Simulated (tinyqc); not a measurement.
p-n diode, drift-diffusion by the Gummel loop with Scharfetter-Gummel fluxes: one step of the calculation.

Abrupt junction at x = 0, p side from -Lp, n side to Ln, ohmic contacts. psi is counted from the intrinsic level; n = ni exp((psi - phin)/Vt), p = ni exp((phip - psi)/Vt). Contacts: p side psi = V - Vt ln(Na/ni), p = Na, n = ni^2/Na; n side psi = Vt ln(Nd/ni), n = Nd, p = ni^2/Nd. Constant mobilities, D = mu Vt, Boltzmann statistics, SRH recombination through a mid-gap level, U = (n p - ni^2)/(tp (n + ni) + tn (p + ni)). Current is positive from the p contact to the n contact.

Problem. Electron continuity. With psi and p held, F_i = (mun Vt/h_i) [n_(i+1) B(d_i) - n_i B(-d_i)], d_i = (psi_(i+1) - psi_i)/Vt, B(d) = d/(exp(d) - 1); solve F_i - F_(i-1) = w_i [(n_i p_i - ni^2)/den_i - G] for the new n, with den = tp (n + ni) + tn (p + ni) taken at the old n and p, h_i = x_(i+1) - x_i, w_i = (h_(i-1) + h_i)/2; phin = psi - Vt ln(n/ni).

Values chosen for this exercise; band and dielectric values those of a made-up semiconductor:

| symbol | value | unit | meaning |
|---|---|---|---|
| T | 275 | K | temperature |
| Na | 9.4e15 | cm^-3 | acceptor density of the p side |
| Nd | 1e16 | cm^-3 | donor density of the n side |
| mun | 990 | cm^2/(V s) | electron mobility |
| tn | 3e-10 | s | SRH lifetime of electrons |
| tp | 7e-10 | s | SRH lifetime of holes |
| G | 0 | cm^-3 s^-1 | uniform generation rate |

Constants: q = 1.602176634e-19 C, kB = 1.380649e-23 J/K, Vt = kB T/q. Results are converted to the units shown.

```
node  x (nm)     psi (V)  n after Poisson (cm^-3)  p after Poisson (cm^-3)
0       -920  0.13135210                1563.7242                   9.4e15
1       -676  0.13135008             9.7909950e11             9.4008022e15
2       -474  0.13136095             9.7954846e11             9.3964935e15
3       -305  0.13159132             9.8911752e11             9.3055886e15
4       -165  0.13502908             1.1435361e12             8.0489992e15
5      -48.5  0.16967830             4.9345503e12             1.8652806e15
6       48.5  0.32137212             2.9734404e15             3.0955122e12
7        202  0.34876458             9.4464003e15             9.7437335e11
8        445  0.35009048             9.9899958e15             9.2135382e11
9        829  0.35011618             1.0000835e16             9.2035520e11
10      1440  0.35011637             1.0000918e16             9.2034757e11
11      2400  0.35011420                     1e16                1469.9007
```

ni = 3.8339284e9 cm^-3

Give: new n; phin after round 1.

Solution.

```
node  new n (cm^-3)  phin after round 1 (V)
0            1563.7                 0.48000
1         2.5854e11                 0.03156
2         4.8930e11                 0.01645
3         7.0983e11                 0.00786
4         1.0355e12                 0.00235
5         4.8950e12                 0.00019
6         2.9711e15                 0.00002
7         9.4396e15                 0.00002
8         9.9835e15                 0.00002
9         9.9954e15                 0.00001
10        9.9975e15                 0.00001
11        1.0000e16                 0.00000
```

Computed by the program tinyqc: `OMP_NUM_THREADS=1 python tinyqc.py 2240156 2240157 out.jsonl`, one thread of a shared Intel Xeon 2.30GHz, about 0.2 s for the whole run.
